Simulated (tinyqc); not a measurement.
Two-node Weyl semimetal on a cubic lattice and its slab: one step. Levels and layer weights of the middle pair. Three cases, with inputs chosen for the exercise.

Problem. Diagonalise; sum the weights over the two components of each layer.

Case 1.

H (eV), lower triangle (Hermitian):
```
           1+         1-         2+         2-         3+         3-         4+         4-         5+         5-
1+   0.488367
1-  0.299433i  -0.488367
2+  -0.340000  0.425000i   0.488367
2-  0.425000i   0.340000  0.299433i  -0.488367
3+          0          0  -0.340000  0.425000i   0.488367
3-          0          0  0.425000i   0.340000  0.299433i  -0.488367
4+          0          0          0          0  -0.340000  0.425000i   0.488367
4-          0          0          0          0  0.425000i   0.340000  0.299433i  -0.488367
5+          0          0          0          0          0          0  -0.340000  0.425000i   0.488367
5-          0          0          0          0          0          0  0.425000i   0.340000  0.299433i  -0.488367
```

Case 2.

H (eV), lower triangle (Hermitian):
```
           1+         1-         2+         2-         3+         3-         4+         4-         5+         5-
1+   0.814944
1-  0.076473i  -0.814944
2+  -0.635000  0.240000i   0.814944
2-  0.240000i   0.635000  0.076473i  -0.814944
3+          0          0  -0.635000  0.240000i   0.814944
3-          0          0  0.240000i   0.635000  0.076473i  -0.814944
4+          0          0          0          0  -0.635000  0.240000i   0.814944
4-          0          0          0          0  0.240000i   0.635000  0.076473i  -0.814944
5+          0          0          0          0          0          0  -0.635000  0.240000i   0.814944
5-          0          0          0          0          0          0  0.240000i   0.635000  0.076473i  -0.814944
```

Case 3.

H (eV), lower triangle (Hermitian):
```
           1+         1-         2+         2-         3+         3-         4+         4-         5+         5-
1+   0.236410
1-  0.245282i  -0.236410
2+  -0.305000  0.415000i   0.236410
2-  0.415000i   0.305000  0.245282i  -0.236410
3+          0          0  -0.305000  0.415000i   0.236410
3-          0          0  0.415000i   0.305000  0.245282i  -0.236410
4+          0          0          0          0  -0.305000  0.415000i   0.236410
4-          0          0          0          0  0.415000i   0.305000  0.245282i  -0.236410
5+          0          0          0          0          0          0  -0.305000  0.415000i   0.236410
5-          0          0          0          0          0          0  0.415000i   0.305000  0.245282i  -0.236410
```

Give: levels; weights.

Solution.

Case 1.

levels (eV): -1.1862  -1.1047  -0.9272  -0.6505  -0.3170  0.3170  0.6505  0.9272  1.1047  1.1862

weights:
```
       layer 1  layer 2  layer 3  layer 4  layer 5
lower    0.568    0.217    0.126    0.058    0.031
upper    0.031    0.058    0.126    0.217    0.568
```

The matrix belongs to ky = 0.36, kz = 0.81, where the mass m (1 - cos ky) + M(kz) is -0.1916 eV and t sin(ky) = 0.2994 eV. A negative mass binds arc states at -/+ t sin(ky) on opposite faces; here one outer layer holds 57 % and the other 3 %, and the overlap across the thin slab moves the level by +17.5 meV.

Case 2.

levels (eV): -1.9282  -1.4982  -0.9219  -0.4602  -0.1110  0.1110  0.4602  0.9219  1.4982  1.9282

weights:
```
       layer 1  layer 2  layer 3  layer 4  layer 5
lower    0.417    0.354    0.082    0.065    0.081
upper    0.081    0.065    0.082    0.354    0.417
```

The matrix belongs to ky = 0.16, kz = 0.43, where the mass m (1 - cos ky) + M(kz) is -0.4551 eV and t sin(ky) = 0.0765 eV. A negative mass binds arc states at -/+ t sin(ky) on opposite faces; here one outer layer holds 42 % and the other 8 %, and the overlap across the thin slab moves the level by +34.6 meV.

Case 3.

levels (eV): -0.9030  -0.8999  -0.8018  -0.6108  -0.2470  0.2470  0.6108  0.8018  0.8999  0.9030

weights:
```
       layer 1  layer 2  layer 3  layer 4  layer 5
lower    0.837    0.089    0.055    0.013    0.007
upper    0.007    0.013    0.055    0.089    0.837
```

The matrix belongs to ky = 0.3, kz = 0.58, where the mass m (1 - cos ky) + M(kz) is -0.3736 eV and t sin(ky) = 0.2453 eV. A negative mass binds arc states at -/+ t sin(ky) on opposite faces; here one outer layer holds 84 % and the other 1 %, and the overlap across the thin slab moves the level by +1.7 meV.

Computed by tinyqc, one run a case: `OMP_NUM_THREADS=1 python tinyqc.py N N+1 out.jsonl` with N = 1451484, 1451804, 1451817; one thread of a shared Intel(R) Xeon(R) Processor @ 2.30GHz, about 0.3 s a run at most.
